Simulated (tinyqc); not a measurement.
# Germanium share from the critical thickness

Question. Critical thickness (Matthews-Blakeslee, 60-degree dislocations): h = bv (1 - nu/4)[ln(h/bv) + 1]/(4 pi e_par (1 + nu)), nu = c12/(c11 + c12). e_par = b1 x. Find e_par and x.

Inputs (values chosen for the exercise):
- b1 = 0.0418 (lattice mismatch per unit x)
- c11 = 169 GPa (elastic constant)
- c12 = 65.1 GPa (elastic constant)
- bv = 0.384 nm (Burgers vector)

critical thickness = 9.2806960 nm

Answer. For given h the relation is explicit in the strain.

e_par = 1.00 %
x = 0.240

Numbers from tinyqc (`OMP_NUM_THREADS=1 python tinyqc.py 2530053 2530054 out.jsonl`; about 0.02 s on one thread of a shared Intel Xeon 2.30GHz).
